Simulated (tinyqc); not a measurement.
# Floating body of a partially depleted SOI transistor: body voltage and kink: transfer curve and swing

Source at 0 V. Channel current Ic = 2 nf K Vt^2 [F(0) - F(Vd)](1 + la Vd), F(V) = ln^2(1 + exp((Vg - VT - nf V)/(2 nf Vt))), VT = VT0 - gb Vb. Saturation voltage Vs = 2 Vt sqrt(F(0)) + 3 Vt, excess Ve = (Vd - Vs + sqrt((Vd - Vs)^2 + 0.0004 V^2))/2, multiplication M1 = Ai Ve exp(-Bl/Ve). Each junction passes D(v) = J1 (exp(v/Vt) - 1) + J2 (exp(v/(2 Vt)) - 1). Bipolar current Ib = bb J1 (exp(Vb/Vt) - 1). The body settles where M1 (Ic + Ib) = D(Vb) + D(Vb - Vd) + Vb/Rb; drain current Id = (1 + M1)(Ic + Ib) - D(Vb - Vd).

Rows with more than one solution for Vb (latch) are left out; dId/dVd by a forward difference over 1e-4 V, swing = 1e-4 V over the change of log10 Id; M1 under 1e-12 is printed as 0.

Parameters, values chosen for the exercise; values of the order met in partially depleted silicon-on-insulator transistors: temperature T = 330 K; threshold at zero body voltage VT0 = 0.51 V; fall of the threshold per volt of body voltage gb = 0.26; slope factor nf = 1.23; gain factor per width K = 200 uA/(V^2 um); channel-length modulation factor la = 0.08 1/V; impact-ionisation prefactor Ai = 1.88 1/V; impact-ionisation voltage Bl = 8.4 V; diffusion saturation current of each junction J1 = 6.4e-12 uA/um; recombination saturation current of each junction J2 = 3e-7 uA/um; gain of the lateral bipolar transistor on the diffusion current bb = 0; resistance of a weak body tie to the source (1e9 stands for no tie, and the term is then dropped) Rb = 1e9 kohm um; drain voltage Vd = 1.9 V.

Constants: q = 1.602176634e-19 C, kB = 1.380649e-23 J/K, Vt = kB T/q. Results are converted to the units shown.

Results:
```
Vg (V)	Vb (V)	M1	Id, floating (uA/um)	Id, grounded (uA/um)	ratio	swing, floating (mV/decade)	swing, grounded (mV/decade)
0.06	0.04439	0.03331	2.000e-6	1.523e-6	1.314	91.46	100.4
0.16	0.1126	0.03326	4.913e-5	2.152e-5	2.283	56.66	81.95
0.26	0.3515	0.03275	0.004599	3.627e-4	12.68	51.32	81.73
0.36	0.5429	0.02975	0.1885	0.005810	32.44	82.73	85.12
0.46	0.6194	0.02397	1.476	0.07498	19.69	154.4	97.76
0.56	0.6506	0.01799	4.705	0.5833	8.066	255.0	133.9
0.76	0.6711	0.009095	17.04	6.042	2.821	489.4	300.2
0.86	0.6721	0.006144	25.95	11.64	2.230	610.3	409.2
```

Estimate the missing row, Vg = 0.66 V.

Computed row:
```
Vg (V)	Vb (V)	M1	Id, floating (uA/um)	Id, grounded (uA/um)	ratio	swing, floating (mV/decade)	swing, grounded (mV/decade)
0.66	0.6650	0.01300	9.934	2.381	4.171	369.8	203.9
```

With this row back in the table: Vb rises from 0.0444 to 0.672 V. The smallest swing among the rows is 51.3 mV a decade with a floating body (at Vg = 0.26 V) and 81.7 with a grounded one; Vt ln 10 = 65.5. The floating swing is smaller by more than 3 % for Vg = 0.06, 0.16, 0.26 V, where the rising Vb lowers the threshold as Vg rises. In the first row the floating body raises the current by a factor of 1.31.

Range of the model: The multiplication law is an empirical form chosen for the exercise; self-heating and capacitive coupling to the body are left out, and the linear laws are rough once Vb passes about 0.7 V or M1 about 0.1.

Numbers from tinyqc (`OMP_NUM_THREADS=1 python tinyqc.py 2182143 2182144 out.jsonl`; about 0.2 s on one thread of a shared Intel Xeon 2.30GHz).
